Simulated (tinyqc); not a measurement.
Width of the well: strained quantum well: band edges, subbands and transparency.

Growth on (001), barriers unstrained: tr(e) = e (2 - nu2), Z = b e (1 + nu2); Ec = Ev + Eg + ac tr(e), E_HH = Ev + av tr(e) + Z, E_LH = Ev + av tr(e) - Z (coupling to the split-off band left out).

Masses along z: me, 1/(g1 - 2 g2) for HH, 1/(g1 + 2 g2) for LH, likewise in the barrier; in the plane me, 1/(g1 + g2) for HH and 1/(g1 - g2) for LH (no mixing, which understates the hole masses away from k = 0). Level n solves k L + 2 atan[(k/m)/(kappa/mb)] = n pi, k = sqrt(m E/c), kappa = sqrt(mb (V - E)/c), c = hbar^2/2m0.

Transparency (Bernard-Duraffourg): Fc - Fv equals the lowest transition energy with n = p, n = sum m/(2 pi c) kB T ln(1 + exp((Fc - E)/kB T)) and p likewise over the listed subbands; c = hbar^2/2m0, 1/angstrom^2 = 1e16/cm^2.

Constants: hbar^2/2m0 = 3.80998211 eV angstrom^2; kB = 8.617333262e-05 eV/K; hc = 1239.841984 eV nm.

Values chosen for the exercise (near those of a GaAsP/AlGaAs well; not measured data):

| symbol | value | unit | meaning |
|---|---|---|---|
| e | 0.0018 |  | strain in the plane |
| nu2 | 0.925 |  | 2 C12/C11 |
| Eg | 1.486 | eV | unstrained gap of the well |
| Ev | -0.824 | eV | its valence edge |
| ac | -7.22 | eV |  |
| av | 1.19 | eV | Ev moves by av tr(e) |
| b | -1.98 | eV | shear potential |
| Egb | 1.922 | eV | gap of the barrier |
| Evb | -1 | eV | its valence edge |
| me | 0.0702 | m0 | electron mass |
| g1 | 6.83 |  | gamma1 |
| g2 | 1.98 |  | gamma2 |
| meb | 0.1 | m0 |  |
| g1b | 5.7 |  |  |
| g2b | 1.6 |  |  |
| T | 250 | K | temperature |
| Ls | (30, 40, 55, 70, 90, 120) | angstrom | widths |

All levels anew.

Results:

| L (angstrom) | wavelength (nm) | top hole | hh1 - lh1 (meV) | n_tr (1e12/cm^2) | share in top | n_tr/L (1e18/cm^3) |
|---|---|---|---|---|---|---|
| 30 | 750 | hh1 | 34 | 0.651 | 0.69 | 2.17 |
| 40 | 772 | hh1 | 27 | 0.685 | 0.62 | 1.71 |
| 55 | 792 | hh1 | 17 | 0.746 | 0.50 | 1.36 |
| 70 | 805 | hh1 | 10 | 0.806 | 0.42 | 1.15 |
| 90 | 815 | hh1 | 4 | 0.884 | 0.34 | 0.98 |
| 120 | 825 | lh1 | -2 | 0.984 | 0.52 | 0.82 |

The wavelength tunes by 75 nm. The sheet density at transparency changes from 0.65 to 0.98, the top hole subband holding 0.69 and 0.52 of the holes at the ends, while the volume density falls by a factor 2.6. Critical thickness and carrier escape are left out.

tinyqc: `OMP_NUM_THREADS=1 python tinyqc.py 1250405 1250406 out.jsonl`; about 0.01 s, one thread, shared Intel(R) Xeon(R) Processor @ 2.30GHz.
